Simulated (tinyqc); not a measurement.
Inside a calculation. Method: plane-wave Kohn-Sham cycle with exchange-only LDA in a layered model solid. Computed by tinyqc, a small Python program that keeps every step. Settings: points = 16, plane-wave index or count = 2, electrons = 2, k points = 1, area = 34.0, mixing = 0.8, iteration cap = 70, Kerker q0 = 1.47. Command: `OMP_NUM_THREADS=1 python tinyqc.py 29254 29255 out.jsonl` (the two numbers bound the seeds that draw the settings). One thread of a shared host (Intel(R) Xeon(R) Processor @ 2.60GHz), about 0.01 s of CPU time with the checks.

A solid whose potential varies along x alone (atomic units):
```
parameter,value
period a,10.300000
cross-section of the cell,34.000000
electrons per cell,2
grid points,16
"plane waves -n..n, n",2
k points,1
V1 in V1 cos(2 pi x/a),-0.730000
```

Stop when sqrt(dV sum R^2) is below 1e-8, dV = a A/N.

Course of the cycle:
```
iteration,E (hartree),norm of the residual
1,-1.22213054,1.40e-01
2,-1.18361405,1.16e-01
3,-1.15145748,9.89e-02
4,-1.12645568,8.53e-02
5,-1.10738959,7.40e-02
6,-1.09296665,6.46e-02
7,-1.08211002,5.65e-02
8,-1.07397228,4.95e-02
9,-1.06789832,4.34e-02
10,-1.06338519,3.80e-02
11,-1.06004835,3.33e-02
...,...,...
60,-1.05175176,5.59e-05
61,-1.05175180,4.92e-05
62,-1.05175183,4.32e-05
63,-1.05175186,3.80e-05
64,-1.05175188,3.35e-05
65,-1.05175189,2.94e-05
66,-1.05175190,2.59e-05
67,-1.05175191,2.28e-05
68,-1.05175192,2.00e-05
69,-1.05175193,1.76e-05
70,-1.05175193,1.55e-05
```

Can the last value be used, and what does the course show?

Not by the stop rule, although the second column moves by less than 1e-07 over the last three steps. Not converged within 70 iterations: the residual falls steadily but slowly, by a factor of about 0.88 a step. Reruns (cap 100 unless said): mixing 0.1: not converged; mixing 0.5, Kerker q0 1.0: not converged; mixing 0.3, Pulay depth 5: converged in 11 (E = -1.05175); the original settings with a cap of 400: converged in 128 (E = -1.05175).
